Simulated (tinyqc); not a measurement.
Three bands against the two-band Dirac model at K: three-band tight binding of a dichalcogenide monolayer.

Basis dz2, dxy, dx2-y2 on a triangular lattice, nearest neighbours; alpha = kx a/2, beta = sqrt3 ky a/2. h0 = e1 + 2 t0 (cos 2alpha + 2 cos alpha cos beta); h1 = -2 sqrt3 t2 sin alpha sin beta + 2i t1 (sin 2alpha + sin alpha cos beta); h2 = 2 t2 (cos 2alpha - cos alpha cos beta) + 2i sqrt3 t1 cos alpha sin beta; h11 = e2 + 2 t11 cos 2alpha + (t11 + 3 t22) cos alpha cos beta; h22 = e2 + 2 t22 cos 2alpha + (3 t11 + t22) cos alpha cos beta; h12 = sqrt3 (t22 - t11) sin alpha sin beta + 4i t12 sin alpha (cos alpha - cos beta) + i lam sz. H = [[h0, h1, h2], [., h11, h12], [., ., h22]], Hermitian; the lowest band of each spin is filled. K = (4 pi/3a, 0), M = (pi/a, pi/(sqrt3 a)).

Constants: hbar^2/2m0 = 3.80998211 eV angstrom^2.

Values chosen for the exercise (near a published set for monolayer MoTe2; shifted at random, so the results belong to these values and not to a real crystal):
- a = 3.568 angstrom (lattice constant)
- e1 = 0.608 eV (level of dz2)
- e2 = 1.953 eV (level of dxy and dx2-y2)
- t0 = -0.169 eV (hopping)
- t1 = 0.23 eV (hopping)
- t2 = 0.393 eV (hopping)
- t11 = 0.209 eV (hopping)
- t12 = 0.245 eV (hopping)
- t22 = 0.249 eV (hopping)
- lam = 0.105 eV (spin-orbit constant)

Masses from central differences along kx with step 0.002 1/angstrom, c = hbar^2/2m0; Berry curvature of the valence band from a counter-clockwise plaquette of side 0.001 1/angstrom, Omega = -arg(product of overlaps)/area. Two-band model: coupling A = (3 a/(2 sqrt2))(t1 + sqrt3 t2) between valence and conduction states, mass c G/A^2 for both, Omega_v = 2 A^2/G^2. sz = 0 drops the spin-orbit term.

At K:
```
sz  G (eV)  m_c (m0)  m_v (m0)  two-band mass  Omega_v (angstrom^2)  two-band Omega
1   1.0171     0.485     0.698          0.326                22.953          22.966
0   1.1221     0.550     0.874          0.360                18.858          18.869
-1  1.2271     0.618     1.103          0.394                15.769          15.778
```

A = 3.4465 eV angstrom

Without spin-orbit coupling the electron mass is 0.550 and the hole mass 0.874, against 0.360 for both in the two-band model: the third band and the curvature of the diagonal terms break the symmetry. The Berry curvature is -0.1 % from the two-band value. The smaller gap (sz = +1) has the larger curvature, by a factor 1.46.

Computed by tinyqc, a small Python program: `OMP_NUM_THREADS=1 python tinyqc.py 1482819 1482820 out.jsonl` (the numbers bound the seed that draws the inputs); one thread of a shared host (Intel(R) Xeon(R) Processor @ 2.30GHz), about 0.02 s for the whole set of steps.
